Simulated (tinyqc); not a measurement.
SiGe-base heterojunction bipolar transistor, Gummel numbers and transit times: one step of the calculation.

One-dimensional n-p-n transistor in the forward active mode at low injection. In the base p(x) = NB exp(-eta x/wb) and ni(x)^2 = ni^2 exp((g0 + g1 x/wb)/Vt); electrons leave the base at vsat; band spikes at the emitter junction and recombination inside the emitter are ignored.

Problem. Base Gummel number and transit time. f(x) = p(x) ni^2/ni(x)^2; I(x) = integral from x to wb of f/Dn, plus f(wb)/vsat; base Gummel number GB = I(0); electron density per unit flux n/(J/q) = I/f; base transit time tauB = integral of I/f over the base. Trapezoid rule on 12 equal steps.

Values chosen for this exercise; band and dielectric values close to those of silicon: temperature T = 400 K; saturation velocity vsat = 1e7 cm/s; neutral base width wb = 38 nm; base doping at the emitter edge NB = 4.6e18 cm^-3; doping falls as exp(-eta x/wb) eta = 0; gap reduction at the emitter edge of the base g0 = 0.09 eV; further gap reduction across the base (linear) g1 = 0.004 eV; electron diffusion coefficient in the base Dn = 7.5 cm^2/s.

Constants: q = 1.602176634e-19 C, kB = 1.380649e-23 J/K, Vt = kB T/q. Results are converted to the units shown.

Wanted: x; f; I; I/f; GB; tauB.

Solution.

```
point  x (nm)  f (cm^-3)  I (s/cm^4)  I/f (s/cm)
0       0.000  3.3792e17   1.9174e11   5.6742e-7
1       3.167  3.3466e17   1.7754e11   5.3051e-7
2       6.333  3.3144e17   1.6348e11   4.9323e-7
3       9.500  3.2825e17   1.4955e11   4.5560e-7
4      12.667  3.2509e17   1.3576e11   4.1760e-7
5      15.833  3.2197e17   1.2210e11   3.7923e-7
6      19.000  3.1887e17   1.0857e11   3.4049e-7
7      22.167  3.1580e17   9.5172e10   3.0137e-7
8      25.333  3.1276e17   8.1902e10   2.6187e-7
9      28.500  3.0975e17   6.8761e10   2.2199e-7
10     31.667  3.0677e17   5.5745e10   1.8172e-7
11     34.833  3.0382e17   4.2855e10   1.4106e-7
12     38.000  3.0089e17   3.0089e10   1.0000e-7
```

GB = 1.9174e11 s/cm^4
tauB = 1.2852 ps

Range of the model: Heavy doping makes emitter or base degenerate; gE and g0 are to be read as apparent gap changes that include this.

tinyqc, about 0.01 s, one thread, Intel Xeon 2.30GHz (shared host): `OMP_NUM_THREADS=1 python tinyqc.py 2320096 2320097 out.jsonl`
